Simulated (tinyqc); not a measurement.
Gupta-type many-body potential for a metal: one step, computed by the program tinyqc.

E_i = sum_j A exp(-p (r_ij/r0 - 1)) - xi rho_i^gamma, with rho_i = sum_j exp(-2 q (r_ij/r0 - 1)); gamma = 1/2 is the tight-binding second-moment form. The crystal is fcc unless stated; d is the neighbour distance and a fixed number of shells is kept.

Task: Shell terms at equilibrium. fcc shells: d sqrt(k), k = 1..5, with 12, 6, 24, 12, 24 atoms; Omega = d^3/sqrt2. Repulsion and density of one neighbour in each shell, and their sums.

Inputs (values chosen for the exercise, modelled on lead):
```
quantity,value,unit
repulsion A,0.0934,eV
decay p,9.74,-
decay q,3.73,-
reference distance r0,3.501,angstrom
shells kept,3,-
```

neighbour distance d = 3.440102 angstrom

Give: Shells; repulsive energy; density rho.

Result:

Shells:
```
shell,count,r (angstrom),repulsion (eV),density
1,12,3.440,1.106e-01,1.139
2,6,4.865,2.100e-03,0.055
3,24,5.958,1.003e-04,0.005
```

repulsive energy = 1.343 eV

density rho = 14.12
